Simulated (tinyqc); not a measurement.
# Amplitude against the length of the filling pulse

In DLTS the amplitude of the capacitance transient follows the share of traps filled by the pulse. In the neutral layer an empty trap fills as 1 - exp(-tp/tc), tc = 1/(sn vth(T) Nd), vth(T) = vth (T/300 K)^0.5; emission during the pulse and slow capture at the depletion edge are neglected.

Inputs (values chosen for the exercise):

| symbol | value | unit | meaning |
|---|---|---|---|
| vth | 3.3e7 | cm/s | thermal velocity at 300 K |
| Nd | 5.8e16 | cm^-3 | shallow donor density |
| sn | 2.5e-16 | cm^2 | capture cross-section |
| T | 156 | K | temperature of the transient |

Result of one run:
```
tp/tc  amplitude over its full value  ln(1 - that)
6.211                         0.9980        -6.211
```

Which pulse length tp gave this result: 2.4e-10, 1e-9, 2.1e-9 or 1.8e-8 s?

tp = 1.8e-8 s.

The whole series:
```
tp (s)     tp/tc  amplitude over its full value  ln(1 - that)
1.2e-10  0.04141                        0.04056      -0.04141
2.4e-10  0.08281                        0.07948      -0.08281
4.9e-10   0.1691                         0.1556       -0.1691
1e-9      0.3451                         0.2918       -0.3451
2.1e-9    0.7246                         0.5155       -0.7246
4.3e-9     1.484                         0.7732        -1.484
8.9e-9     3.071                         0.9536        -3.071
1.8e-8     6.211                         0.9980        -6.211
```

The amplitude rises from 0.0406 to 0.998 of its full value. The last column is linear in tp with slope -1/tc, tc = 2.90e-9 s, which gives the cross-section from Nd and vth, independently of the Arrhenius intercept; 99 % filling needs 1.33e-8 s.

Program tinyqc, `OMP_NUM_THREADS=1 python tinyqc.py 2050091 2050092 out.jsonl`; Intel Xeon 2.30GHz, shared host, one thread, about 0.01 s.
